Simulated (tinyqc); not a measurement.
Self-heating of a transistor with one or more fingers, with temperature-dependent conductivity: one step, computed by the program tinyqc.

N long parallel fingers lie on the top face of a slab whose bottom is held at T_0; the top is otherwise insulated, and heat flows in two dimensions. P in W/mm is 1000 P in W/m.

Question. Extra rise from ballistic phonons. Near a source smaller than the free path, Fourier's law overstates the flow. Rough estimate: a strip that emits phonons into a half space adds a resistance times area of 4 Lambda/(3 kappa_0), from the ballistic flux C v Delta T/4 with kappa_0 = C v Lambda/3, so Delta T_b = 4 Lambda P/(3 kappa_0 w); Knudsen number Lambda/w.

Inputs (values chosen for the exercise, modelled on silicon):
```
quantity                                      value        unit
conductivity at the base temperature kappa_0    114     W/(m K)
power per gate width P                          1.1        W/mm
width of the heat source w                     0.99  micrometre
phonon free path Lambda                         100          nm
```

Power: power rises with temperature.

largest theta = 28.15984 K

Give: Knudsen number; ballistic rise Delta T_b; Delta T_b / largest theta.

Answer.

Knudsen number = 0.1010

ballistic rise Delta T_b = 1.300 K

Delta T_b / largest theta = 0.04615

By this estimate the ballistic term is at most a fifth of the Fourier rise.
